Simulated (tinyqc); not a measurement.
Interdiffusion in a binary couple: Darken equations, Kirkendall shift and Boltzmann-Matano analysis: one step, computed by the program tinyqc.

x is the mole fraction of B; the molar volume is constant, and the two halves are long enough to count as infinite.

Question. Boltzmann-Matano diffusivity. D~(x) = area/(2 t slope), with z counted from the original interface (the Matano plane); 1 um^2 = 1e-12 m^2.

Inputs (values chosen for the exercise, for a model alloy A-B): temperature T = 978 K; time t = 4600 s.

area -int z dx from x_L to the local x = 8.159326 um

slope dx/dz at the local x = 0.002413662 1/um

Give: D~ from the profile.

Answer.

D~ from the profile = 3.674e-13 m^2/s
